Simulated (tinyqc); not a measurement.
Averaged masses of warped heavy- and light-hole bands, step by step. Values are carried at full precision from step to step, so a last printed digit may differ when a step is redone from the rounded ones.

Constants: Ry = 13.60569312 eV; a0 (Bohr radius) = 0.5291772105 angstrom; kB = 8.617333262e-05 eV/K; hbar^2/2m0 = 3.80998211 eV angstrom^2.

Values chosen for the exercise (near those of InSb; shifted at random, so the results belong to these values and not to a real crystal): g1 = 34.62 (Luttinger gamma1); g2 = 15.47 (gamma2); g3 = 16.58 (gamma3); eps = 16.92 (dielectric constant); mso = 0.113 m0 (split-off mass); Dso = 0.831 eV (spin-orbit splitting); T = 400 K (temperature).

## Other forms of the parameters

Dresselhaus-Kip-Kittel form E = c [A k^2 -/+ sqrt(B^2 k^4 + C^2 (kx^2 ky^2 + ky^2 kz^2 + kz^2 kx^2))] with A = g1, B = 2 g2, C^2 = 12 (g3^2 - g2^2). Spherical form: mu = (6 g3 + 4 g2)/(5 g1), delta = (g3 - g2)/g1, masses 1/(g1 (1 -/+ mu)). Effective rydberg R* = Ry/(g1 eps^2) and radius a* = a0 g1 eps.

A, B, |C|: 34.620  30.940  20.662

mu, delta: 0.9322  0.0321

spherical masses, heavy and light (m0): 0.4259  0.0149

R* = 1.37 meV
a* = 310.0 angstrom

delta/mu = 0.03 measures the warping against the spherical splitting.

## Masses along six directions

Four-band hole energies E = c k^2 f(u), c = hbar^2/2m0, f = g1 -/+ 2 sqrt(g2^2 + 3 (g3^2 - g2^2) s), s = ux^2 uy^2 + uy^2 uz^2 + uz^2 ux^2 for the unit vector u; minus for heavy, plus for light holes; the mass along u is 1/f.

Give s and both masses.

Masses (m0):

| direction | s | heavy | light |
|---|---|---|---|
| [100] | 0.00000 | 0.2717 | 0.0153 |
| [110] | 0.25000 | 0.4998 | 0.0149 |
| [111] | 0.33333 | 0.6849 | 0.0148 |
| [210] | 0.16000 | 0.3853 | 0.0150 |
| [221] | 0.29630 | 0.5885 | 0.0148 |
| [331] | 0.27424 | 0.5427 | 0.0148 |

The heavy mass grows by a factor of 2.52 from [100] to [111] while the light one shrinks by 3 %; 1/m_heavy + 1/m_light = 2 g1 in every direction.

## Density-of-states masses from three directions

m_d^(3/2) is the angular mean of m(u)^(3/2). The rule mean = (10 F[100] + 16 F[110] + 9 F[111])/35 is exact for cubic harmonics up to sixth order. Total m_d = (m_h^(3/2) + m_l^(3/2))^(2/3).

m^(3/2):

| direction | heavy | light |
|---|---|---|
| [100] | 0.14165 | 0.00188 |
| [110] | 0.35333 | 0.00181 |
| [111] | 0.56685 | 0.00179 |

m_d heavy, light (m0): 0.4945  0.0150

total = 0.4963 m0
share of light holes = 0.5 %

## Averages on a grid

Grid: n x n midpoints in cos(theta) from 0 to 1 and phi from 0 to pi/2, equal weights. m_d = <f^(-3/2)>^(2/3). Conductivity mass for one scattering time: 1/m_c = <|w|^2 f^(-5/2)>/<f^(-3/2)> with w = grad_k(k^2 f)/(2 k), that is |w|^2 = f^2 + |angular gradient of f|^2/4.

Use n = 40.

m_d heavy, light (m0): 0.4602  0.0149

m_c heavy, light (m0): 0.3597  0.0149

The three-direction rule differs from the grid by +7.45 % for heavy holes. Warping makes m_c of the heavy holes 22 % smaller than m_d; on a sphere the two are equal.

## Effective density of states

Nv = 2 (kT/(4 pi c))^(3/2) [m_h^(3/2) + m_l^(3/2) + mso^(3/2) exp(-Dso/kT)], c = hbar^2/2m0, parabolic bands, m_h and m_l the density-of-states masses from the grid; 1 angstrom^-3 = 1e24 cm^-3.

prefactor = 3.8635e+19 cm^-3

the three terms: 0.31222  0.00183  0.00000

Nv = 1.213e+19 cm^-3

shares (%): 99.4  0.6  0.0

kT/Dso = 0.04, small enough for the four-band form.

## Checks

- m_d and m_c of heavy holes for g2 = g3 against 1/(g1 - 2 g3): they agree to 1e-10 or better.
- m_d of heavy holes on grids of 40 and 160: both 0.4602.

(tinyqc, `OMP_NUM_THREADS=1 python tinyqc.py 1051399 1051400 out.jsonl`, Intel(R) Xeon(R) Processor @ 2.30GHz, 1 thread, shared host, about 0.02 s.)
